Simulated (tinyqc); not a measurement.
# One-sided p+-n junction, ionisation integral and breakdown, step by step

Program tinyqc, `OMP_NUM_THREADS=1 python tinyqc.py 2120139 2120140 out.jsonl`; Intel Xeon 2.30GHz, shared host, one thread, about 0.07 s. Printed values are rounded.

A p+ layer at x < 0 and an n drift layer from x = 0. Depletion approximation, built-in voltage neglected. Local ionisation coefficients alpha_n = an exp(-(bn/E)^mx), alpha_p = ap exp(-(bp/E)^mx). Electrons move towards +x, holes towards x = 0.

Parameters, values chosen for the exercise; material values close to those of 4H silicon carbide:
```
symbol   value   unit                                           meaning
eps_r     9.79                                    relative permittivity
an      1.73e8   1/cm  prefactor of the electron ionisation coefficient
bn      3.14e7   V/cm                      field constant for electrons
ap      3.58e8   1/cm      prefactor of the hole ionisation coefficient
bp      2.41e7   V/cm                          field constant for holes
mx           1                                                 exponent
N       1.1e16  cm^-3                  donor density of the drift layer
V         1400      V                                   reverse voltage
fr         0.6         share of the depleted width that the grid covers
```

Constants: q = 1.602176634e-19 C, eps0 = 8.8541878128e-14 F/cm where lengths are in cm. Results are converted to the units shown.

## Field and ionisation coefficients on a grid

W = sqrt(2 eps0 eps_r V/(q N)), peak field E0 = q N W/(eps0 eps_r), falling linearly to 0 at W. Grid: 10 equal steps from 0 to fr W.

W = 11.73527 um

```
point    x (um)  E (kV/cm)  alpha_n (1/cm)  alpha_p (1/cm)
0      0.000000   2385.969        333.1297        14695.94
1      0.704116   2242.811        143.8131        7712.518
2      1.408233   2099.653        55.36512        3706.918
3      2.112349   1956.495        18.53558        1600.540
4      2.816465   1813.337        5.220834        605.2409
5      3.520582   1670.178        1.183429        193.7266
6      4.224698   1527.020       0.2030872        50.08259
7      4.928815   1383.862      0.02420203        9.786603
8      5.632931   1240.704     0.001765344        1.312046
9      6.337047   1097.546     6.504178e-5       0.1041382
10     7.041164   954.3877     8.901524e-7     0.003865174
```

## Ionisation integrals by the trapezoid rule

G(x) = integral from 0 to x of (alpha_n - alpha_p); I_n = integral of alpha_n exp(-G) (electrons injected at x = 0), I_p = integral of alpha_p exp(G(end) - G) (holes injected at the far edge); M = 1/(1 - I). All integrals by the trapezoid rule on the grid.

```
point          G  alpha_n exp(-G) (1/cm)
0       0.000000                333.1297
1      -0.772117                311.2610
2      -1.167135                177.8757
3      -1.351387                 71.5989
4      -1.428207                 21.7772
5      -1.456110                  5.0760
6      -1.464645                  0.8786
7      -1.466744                  0.1049
8      -1.467134                  0.0077
9      -1.467184                  0.0003
10     -1.467188                  0.0000
```

I_n = 0.05317100
I_p = 0.7428059
M_n = 1.056157
M_p = 3.888115

A grid of 1500 steps over the whole width gives I_n = 0.05245 and I_p = 0.7702; the coarse I_n is 1.4 % above and the coarse I_p 3.6 % below those values. Holes multiply more: on this coarse grid M - 1 is 51.4 times as large for them.

## Breakdown voltage by secant steps

G(x) = integral from 0 to x of (alpha_n - alpha_p); I_n = integral of alpha_n exp(-G) (electrons injected at x = 0), I_p = integral of alpha_p exp(G(end) - G) (holes injected at the far edge); M = 1/(1 - I). Secant steps on ln I_n(V) = 0 with the integrals on a fine grid (1500 steps), from the points V = 1310 and 1590 V; stop when the step is below 1e-7 of V.

Course of the iteration:
```
step     V (V)        I_n  change of V (V)
1         1590  0.3381700              116
2     1705.876   1.478941            -30.7
3     1675.144  0.9664500             2.46
4     1677.609  0.9990135           0.0734
5     1677.683   1.000003         -1.91e-4
6     1677.683   1.000000          1.44e-8
```

Breakdown at 1677.7 V, with a peak field of 2612 kV/cm and W = 12.85 um. The integral for holes reaches 1 at the same voltage.
